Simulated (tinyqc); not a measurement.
Schottky diode by thermionic emission with image-force lowering and series resistance: course of the iteration.

Metal on an n-type semiconductor with one parabolic valley; V > 0 is forward bias (metal positive). I = I0 [exp(Vj/(n Vt)) - 1] with Vj = V - I Rs; I0 = S A* T^2 exp(-(phi - dphi)/Vt), the lowering dphi taken at zero bias.

Newton step for g(Vj) = Vj + Rs I0 [exp(Vj/(n Vt)) - 1] - V = 0: Vj(new) = Vj - g/g', g' = 1 + Rs I0 exp(Vj/(n Vt))/(n Vt).

Stop when Vj changes by less than 1e-10 V, or after 12 iterations.

Values chosen for this exercise; band and dielectric values those of a made-up semiconductor:
- T = 300 K (temperature)
- n = 1.11 (ideality factor)
- Rs = 9.2 ohm (series resistance)
- V = 1.1 V (applied bias)

Constants: q = 1.602176634e-19 C, kB = 1.380649e-23 J/K, Vt = kB T/q. Results are converted to the units shown.

I0 = 2.59751e-6 A
Vj at the start = 1.1 V

Course of the iteration:
```
iteration	Vj (V)	change (V)
1	1.07130	0.0287
2	1.04261	0.0287
3	1.01391	0.0287
4	0.985217	0.0287
5	0.956521	0.0287
6	0.927826	0.0287
7	0.899130	0.0287
8	0.870434	0.0287
9	0.841739	0.0287
10	0.813043	0.0287
11	0.784347	0.0287
12	0.755651	0.0287
```

Did this iteration meet its convergence test, and what does its course show?

No. Not converged within 12 iterations. Each step lowers Vj by about n Vt = 28.7 mV: far above the solution the exponential dominates g, and a Newton step lowers its exponent by one. A rerun with the fixed-point form Vj = n Vt ln(1 + (V - Vj)/(Rs I0)) from 0.21 V converges in 8 iterations, to 0.299006 V.

Range of the model: At the applied forward bias V the junction voltage comes within 3 Vt of Vbi (or passes it), where the depletion layer is gone and the emission formula overstates the current.

Program tinyqc, `OMP_NUM_THREADS=1 python tinyqc.py 2640077 2640078 out.jsonl`; Intel Xeon 2.30GHz, shared host, one thread, about 0.01 s.
